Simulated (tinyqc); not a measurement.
Stripping the layer step by step: sheet resistance and Hall data of a diffused or implanted layer. Computed by tinyqc, a small Python program. Command: `OMP_NUM_THREADS=1 python tinyqc.py 3007384 3007385 out.jsonl layer walk`. One thread of a shared host (Intel(R) Xeon(R) Processor @ 2.30GHz), about 0.01 s of CPU time with the checks.

Carriers are taken equal to the net active doping down to the junction (full ionisation, which deep dopants in wide-gap hosts do not reach; no spill-over, no depletion), and the Hall factor is 1.

Inputs (values chosen for the exercise, modelled on silicon in GaN):
```
quantity,value,unit
mu_min,55.2,cm^2/(V s)
mu_max,1030,cm^2/(V s)
N_ref,2.1e+17,1/cm^3
exponent alpha,0.98,-
peak concentration N_0,2.3e+20,1/cm^3
length scale l,19,nm
background doping N_B (opposite type),1.9e+16,1/cm^3
solubility limit N_s,7.2e+19,1/cm^3
```

Profile: complementary error function. Activation: limited by solubility.

Constants: e = 1.602176634e-19 C.

Method:
- N(x) = N_0 erfc(x/l), dose N_0 l/sqrt(pi), junction x_j = l erfc^-1(N_B/N_0).
- Mobility mu = mu_min + (mu_max - mu_min)/(1 + (N_t/N_ref)^alpha), N_t = active doping + N_B; carriers n = active doping - N_B, active doping min(N, N_s).
- Integrals from x_0 (0 unless stated) to x_j by the midpoint rule on 400 even intervals: 1/R_s = e int n mu dx; sheet density n_s = int n dx; Hall sheet density (int n mu dx)^2/int n mu^2 dx; Hall mobility int n mu^2 dx/int n mu dx.
- After removing a depth d the integrals start at d. Differences between neighbouring rows give the local conductivity -d(1/R_s)/dx at the middle of the slice (the last slice uses one more step, not listed).

junction depth x_j = 52.8897 nm

Differential sheet resistance:
```
removed d (nm),R_s (ohm),slice conductivity (S/cm),sigma at mid-slice (S/cm)
0.0,684,673.33,673.32
5.3,905,673.33,673.32
10.6,1337,637.76,673.32
15.9,2438,382.00,376.42
21.2,4816,193.28,189.44
26.5,9506,96.91,94.79
31.8,18578,52.77,51.90
37.1,38672,30.88,30.73
```

R_s doubles after removing between 10.6 and 15.9 nm of a layer 52.9 nm deep, so half the current flows above that depth. Where sigma exceeds a tenth of its largest listed value, the slice values agree with it within 6 %.

Extremes, crossings and ranges named in words are read from the listed rows.
